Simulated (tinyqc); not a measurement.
Comparisons within one model: phonon-assisted absorption at an indirect gap. A value that a table varies takes the place of the one given here.

alpha(E) = sum_j A_j [N_j (E - Eg + w_j)^2 + (N_j + 1)(E - Eg - w_j)^2], each bracket counted only where its base is positive; N_j = 1/(exp(w_j/kB T) - 1). The first term absorbs a phonon and the second emits one; excitons and direct transitions are left out.

Photodiode (Gaertner form with a dead layer): QE = (1 - R) exp(-alpha xj) [1 - exp(-alpha W)/(1 + alpha L)], R = ((nr - 1)/(nr + 1))^2; responsivity = QE/E in A/W for E in eV.

Constants: kB = 8.617333262e-05 eV/K.

Parameters, chosen for this exercise (loosely those of GaP at room temperature; Eg is not tied to T; the results hold for these values, not for the real material):
- Eg = 2.296 eV (indirect gap, held fixed unless listed)
- w = (44.3, 13.3) meV (two zone-edge phonons)
- A = (6400, 560) 1/(cm eV^2) (their strengths)
- T = 300 K
- nr = 3.4 (refractive index)
- xj = 0.34 micrometre (dead layer at the surface)
- W = 13 micrometre (depleted width)
- L = 140 micrometre (minority diffusion length below it)
- E = 2.718 eV (photon energy)

## The square root of alpha at three temperatures

The gap is held fixed, so only the phonon occupations change.

sqrt(alpha) (1/cm^(1/2)):

| E - Eg (eV) | 77 K | 150 K | 450 K |
|---|---|---|---|
| -0.04 | 0.012 | 0.063 | 0.235 |
| -0.02 | 0.069 | 0.356 | 1.331 |
| 0.00 | 0.177 | 0.690 | 2.475 |
| 0.02 | 0.399 | 1.128 | 3.742 |
| 0.04 | 0.876 | 1.741 | 5.155 |
| 0.07 | 2.650 | 3.484 | 7.815 |
| 0.10 | 5.102 | 5.962 | 11.121 |
| 0.15 | 9.291 | 10.325 | 17.052 |
| 0.20 | 13.504 | 14.756 | 23.159 |
| 0.30 | 21.947 | 23.668 | 35.537 |
| 0.45 | 34.624 | 37.071 | 54.233 |
| 0.60 | 47.305 | 50.487 | 72.979 |

How do the results move?

Below the gap only phonon absorption acts: at E - Eg = -0.02 eV sqrt(alpha) is 0.069, 0.356 and 1.331 at 77, 150 and 450 K. A straight line through the last two rows meets the axis at E - Eg = +0.0404, +0.0355 and +0.0160 eV: the intercept is roughly a weighted mean of the thresholds, not the gap, and it moves from the emission side towards Eg as the occupations grow. At the last row alpha grows by a factor 2.38 from the lowest to the highest temperature at fixed gap.

## Spectral response

Response:

| E (eV) | wavelength (nm) | alpha (1/cm) | 1/alpha (micrometre) | dead layer | collected | QE | A/W |
|---|---|---|---|---|---|---|---|
| 2.32 | 534 | 7.88 | 1.27e+03 | 1.000 | 0.109 | 0.076 | 0.033 |
| 2.36 | 525 | 28.1 | 356 | 0.999 | 0.308 | 0.216 | 0.092 |
| 2.42 | 512 | 122 | 81.8 | 0.996 | 0.685 | 0.479 | 0.198 |
| 2.50 | 496 | 376 | 26.6 | 0.987 | 0.902 | 0.626 | 0.250 |
| 2.60 | 477 | 899 | 11.1 | 0.970 | 0.977 | 0.666 | 0.256 |
| 2.75 | 451 | 2.11e+03 | 4.73 | 0.931 | 0.998 | 0.652 | 0.237 |
| 2.95 | 420 | 4.53e+03 | 2.21 | 0.857 | 1.000 | 0.602 | 0.204 |
| 3.20 | 387 | 8.84e+03 | 1.13 | 0.740 | 1.000 | 0.520 | 0.163 |
| 3.50 | 354 | 1.59e+04 | 0.629 | 0.582 | 1.000 | 0.409 | 0.117 |
| 3.90 | 318 | 2.85e+04 | 0.351 | 0.379 | 1.000 | 0.266 | 0.068 |

What can be read from the table?

QE is highest, 0.666, at 2.60 eV of those listed and the responsivity at 2.60 eV; reflection alone caps QE at 0.702. Near the gap weak absorption limits it (collected share 0.109); at the top the dead layer passes 0.379. Far above the gap the quadratic law and a constant index are only rough; in the real crystal direct transitions take over near 2.8 eV, so the rows above that understate alpha.

## What moves the response

At the energy E. Each row changes one parameter from the base and keeps the others.

Results:

| case | alpha (1/cm) | QE |
|---|---|---|
| base | 1810 | 0.6582 |
| Eg = 2.276 eV | 1996 | 0.6547 |
| T = 350 K | 2056 | 0.6535 |
| W = 26 micrometre | 1810 | 0.6603 |
| L = 70 micrometre | 1810 | 0.6560 |
| xj = 0.68 micrometre | 1810 | 0.6189 |
| nr = 3.57 | 1810 | 0.6406 |

How do the results move?

The largest shifts from the base row, up to three for each result and ties (the steps differ in size, so this ranks the rows, not the parameters). alpha (1/cm): T +246, Eg +186; unchanged at the printed digits by W, L, xj and nr. QE: xj -0.0393, nr -0.0176, T -0.0046.

(tinyqc, `OMP_NUM_THREADS=1 python tinyqc.py 1681878 1681879 out.jsonl`, Intel(R) Xeon(R) Processor @ 2.30GHz, 1 thread, shared host, about 0.01 s.)
